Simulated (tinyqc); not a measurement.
## Permittivity of the insulator from five potentials

Inverse problem. A node lies on a semiconductor-insulator interface. Steps: hs = tb/2 down into the semiconductor, ho = tox/1 up into the insulator, hy = L/4 sideways. The flux balance of its box reads eox (hy/ho)(above - node) + eps_r (hy/hs)(below - node) + [(eps_r hs + eox ho)/(2 hy)](left + right - 2 node) - q Na (hs/2) hy/eps0 = 0. Find eox.

Inputs (values chosen for the exercise); semiconductor permittivity close to that of silicon: relative permittivity of the semiconductor eps_r = 11.7; body thickness tb = 5 nm; insulator thickness tox = 6.7 nm; channel length L = 25 nm; acceptor density of the depleted body Na = 0 cm^-3.

Constants: q = 1.602176634e-19 C, eps0 = 8.8541878128e-14 F/cm where lengths are in cm. Results are converted to the units shown.

psi (V): node 0.44127924, above 0.04, below 0.51734689, left 0.25785067, right 1.05

Answer. The balance is linear in eox.

eox = 22.00

Numbers from tinyqc (`OMP_NUM_THREADS=1 python tinyqc.py 2480080 2480081 out.jsonl`; about 0.1 s on one thread of a shared Intel Xeon 2.30GHz).
